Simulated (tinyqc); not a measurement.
Electron mobility in a silicon inversion layer, empirical terms and Matthiessen rule: one step of the calculation.

Inversion layer of sheet density Ns on a uniformly doped body, under a high-permittivity gate with an interlayer. The mobility terms are empirical power laws with prefactors chosen for the exercise; adding their inverses (Matthiessen) is itself an approximation.

Task. Depletion charge and effective field. ni = sqrt(Nc Nv) exp(-Eg/(2 Vt)), Eg in volts; Ndep = sqrt(2 eps0 eps_r Nb (2 Vt ln(Nb/ni) + Vsb)/q); E = q (Ndep + eta Ns)/(eps0 eps_r), in MV/cm.

Parameters, values chosen for the exercise; material values close to those of silicon: temperature T = 250 K; band gap Eg = 1.13 eV; relative permittivity of the semiconductor eps_r = 11.6; conduction-band density of states at T Nc = 2.17e19 cm^-3; valence-band density of states at T Nv = 2.02e19 cm^-3; body doping Nb = 8.7e17 cm^-3; reverse body bias Vsb = 0.3 V; weight of the inversion charge in the effective field eta = 0.5; inversion density Ns = 1.4e12 cm^-2.

Constants: q = 1.602176634e-19 C, kB = 1.380649e-23 J/K, Vt = kB T/q, eps0 = 8.8541878128e-14 F/cm where lengths are in cm. Results are converted to the units shown.

Find: ni; Ndep; E.

Result.

ni = 8.531e7 cm^-3
Ndep = 3.798e12 cm^-2
E = 0.7016 MV/cm

The depletion charge gives 84.4 % of the field.

Computed by the program tinyqc: `OMP_NUM_THREADS=1 python tinyqc.py 2510026 2510027 out.jsonl`, one thread of a shared Intel Xeon 2.30GHz, about 0.01 s for the whole run.
